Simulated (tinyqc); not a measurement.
# Metal-interlayer-semiconductor contact, depinning against tunnelling resistance: two studies

Zero bias, n-type semiconductor. Gap states at the semiconductor surface thin out as exp(-be ti), which unpins the barrier; electrons must then cross the interlayer (a rectangular barrier, no voltage drop across it) and the parabolic depleted layer, both by WKB. Energies E are counted from the Fermi level; no image force, parabolic bands.

Parameters, values chosen for the exercise; semiconductor values close to those of gallium arsenide; interlayer mass of the order of that in aluminium oxide, offset chosen freely: temperature T = 300 K; band gap Eg = 1.37 eV; relative permittivity eps_r = 13.3; electron affinity chi = 3.97 eV; conduction-band density of states at T Nc = 4.4e17 cm^-3; tunnelling mass in the semiconductor mt = 0.0696 m0; Richardson mass mA = 0.066 m0; donor density Nd = 1.5e18 cm^-3; charge-neutrality level above the valence band E0 = 0.5 eV; pinning factor without interlayer S0 = 0.1; metal work function phiM = 4.09 eV; interlayer thickness ti = 1.7 nm; conduction-band offset of the interlayer above the semiconductor dE = 2.44 eV; tunnelling mass in the interlayer mi = 0.35 m0; decay constant of gap states through the interlayer be = 5.2 1/nm.

Constants: q = 1.602176634e-19 C, kB = 1.380649e-23 J/K, eps0 = 8.8541878128e-12 F/m, hbar = 1.054571817e-34 J s, h = 6.62607015e-34 J s, m0 = 9.1093837015e-31 kg, Vt = kB T/q, hbar^2/(2 m0) = 0.0380998212 eV nm^2. Results are converted to the units shown.

Each table varies one quantity; the others keep the values above.

## Contact resistivity against the interlayer thickness

S = 1/(1 + (1/S0 - 1) exp(-be ti)); phiB = S (phiM - chi) + (1 - S)(Eg - E0); xi = Ec - EF deep inside, from Nd = Nc F(-xi/Vt), F(x) = (2/sqrt(pi)) int_0^infinity sqrt(u) du/(1 + exp(u - x)); band bending U = phiB - xi; E00 = (hbar/2) sqrt(Nd/(eps0 eps_r mt m0)) in volts; A = 4 pi q mA m0 kB^2/h^3. With U = phiB - xi: for xi < E < phiB, y = (E - xi)/U and G1 = (U/E00) [sqrt(1 - y) - y ln((1 + sqrt(1 - y))/sqrt(y))], G1 = 0 above phiB; G2 = 2 ti sqrt(mi max(phiB + dE - E, 0)/C), C = hbar^2/(2 m0); f = 1/(1 + exp(E/Vt)); 1/rho_c = (A T^2/Vt^2) times the integral of exp(-G1 - G2) f over E from xi upwards. Shares under 0.001 % are printed as 0; rows without band bending are left out.

The same in every row: E00/Vt = 0.914.

Results:

| ti (nm) | S | phiB (eV) | rho_c (ohm cm^2) | rho_c with G2 = 0 (ohm cm^2) | peak of the integrand (eV) | share above phiB (%) |
|---|---|---|---|---|---|---|
| 0 | 0.100 | 0.795 | 71.5 | 71.5 | 0.347 | 0.00871 |
| 0.4 | 0.471 | 0.517 | 0.982 | 0.0179 | 0.221 | 0.130 |
| 1.2 | 0.983 | 0.133 | 0.0357 | 3.51e-7 | 0.0534 | 7.11 |
| 1.6 | 0.998 | 0.122 | 1.23 | 2.66e-7 | 0.0507 | 8.79 |
| 2 | 1.00 | 0.120 | 55.0 | 2.56e-7 | 0.0517 | 9.59 |
| 2.4 | 1.00 | 0.120 | 2.53e3 | 2.55e-7 | 0.0534 | 10.3 |
| 2.8 | 1.00 | 0.120 | 1.17e5 | 2.55e-7 | 0.0550 | 11.0 |
| 3.2 | 1.00 | 0.120 | 5.37e6 | 2.55e-7 | 0.0568 | 11.8 |

Estimate the missing row, ti = 0.8 nm.

Computed row:

| ti (nm) | S | phiB (eV) | rho_c (ohm cm^2) | rho_c with G2 = 0 (ohm cm^2) | peak of the integrand (eV) | share above phiB (%) |
|---|---|---|---|---|---|---|
| 0.8 | 0.877 | 0.212 | 0.00655 | 2.80e-6 | 0.0830 | 2.62 |

With this row back in the table: As ti goes from 0 to 3.2, phiB falls from 0.795 to 0.120 eV and rho_c goes from 71.5 through a minimum of 0.00655 (at ti = 0.8 among the rows listed) to 5.37e6 ohm cm^2. At ti = 0.8 nm rho_c is 10900 times lower than without interlayer: up to there the falling barrier gains more than tunnelling through the layer costs, beyond it the layer dominates. The ratio of rho_c to its value with G2 = 0 runs from 1.00 to 2.11e13.

## Contact resistivity against the conduction-band offset of the interlayer above the semiconductor

Same model as above.

The same in every row: S = 0.999; phiB (eV) = 0.121; E00/Vt = 0.914.

Result of one run:

| dE (eV) | rho_c (ohm cm^2) | rho_c with G2 = 0 (ohm cm^2) | peak of the integrand (eV) | share above phiB (%) |
|---|---|---|---|---|
| 0 | 1.69e-6 | 2.61e-7 | 0.121 | 43.2 |

What becomes of these results when the conduction-band offset of the interlayer above the semiconductor dE is changed from 0 to 2 eV, all else the same?

Result of the changed run:

| dE (eV) | rho_c (ohm cm^2) | rho_c with G2 = 0 (ohm cm^2) | peak of the integrand (eV) | share above phiB (%) |
|---|---|---|---|---|
| 2 | 0.704 | 2.61e-7 | 0.0515 | 9.30 |

The whole series:

| dE (eV) | rho_c (ohm cm^2) | rho_c with G2 = 0 (ohm cm^2) | peak of the integrand (eV) | share above phiB (%) |
|---|---|---|---|---|
| 0 | 1.69e-6 | 2.61e-7 | 0.121 | 43.2 |
| 0.5 | 5.84e-4 | 2.61e-7 | 0.0590 | 12.7 |
| 1 | 0.0107 | 2.61e-7 | 0.0546 | 10.6 |
| 1.5 | 0.103 | 2.61e-7 | 0.0527 | 9.77 |
| 2 | 0.704 | 2.61e-7 | 0.0515 | 9.30 |
| 2.5 | 3.84 | 2.61e-7 | 0.0507 | 8.99 |
| 3 | 17.9 | 2.61e-7 | 0.0502 | 8.76 |

As dE goes from 0 to 3, phiB stays at 0.121 eV and rho_c rises from 1.69e-6 to 17.9 ohm cm^2. The ratio of rho_c to its value with G2 = 0 runs from 6.48 to 6.85e7.

Range of the model: The depletion charge would drop about 0.069 V across such an interlayer (eps_r near 9) at ti = 1.7 nm and Nd = 1.5e18 cm^-3, against a band bending of 0.18 V; this model leaves that drop out.

Numbers from tinyqc (`OMP_NUM_THREADS=1 python tinyqc.py 2270067 2270068 out.jsonl`; about 0.03 s on one thread of a shared Intel Xeon 2.30GHz).
